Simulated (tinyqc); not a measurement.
Deep-level transient spectroscopy: one step of the calculation.

Schottky contact on an n-type layer with shallow donors Nd (all ionised) and a donor-like deep trap, neutral when filled and positive when empty; depletion approximation. Traps within lam of the depletion edge stay filled. A long pulse to Vp fills the traps beyond x1 = Wp - lam; back at Vr those between x1 and x2 = Wr - lam emit. A rate window reads S = C(t2) - C(t1).

Question. Peak temperature. Fixed-point step for en(T) = ew: T(new) = (Et q/kB)/ln(sn g T^2/ew), g = vth Nc/(300 K)^2.

Inputs (values chosen for the exercise); material values close to those of 4H silicon carbide: conduction-band density of states at 300 K Nc = 1.72e19 cm^-3; thermal velocity at 300 K vth = 2e7 cm/s; depth of the trap below the conduction edge Et = 0.26 eV; capture cross-section sn = 8.9e-16 cm^2.

Constants: q = 1.602176634e-19 C, kB = 1.380649e-23 J/K. Results are converted to the units shown.

ew = 2558.4279 1/s
T at the start = 300 K

Wanted: T after step 1.

Answer.

T after step 1 = 162.21 K

Computed by the program tinyqc: `OMP_NUM_THREADS=1 python tinyqc.py 2050104 2050105 out.jsonl`, one thread of a shared Intel Xeon 2.30GHz, about 0.01 s for the whole run.
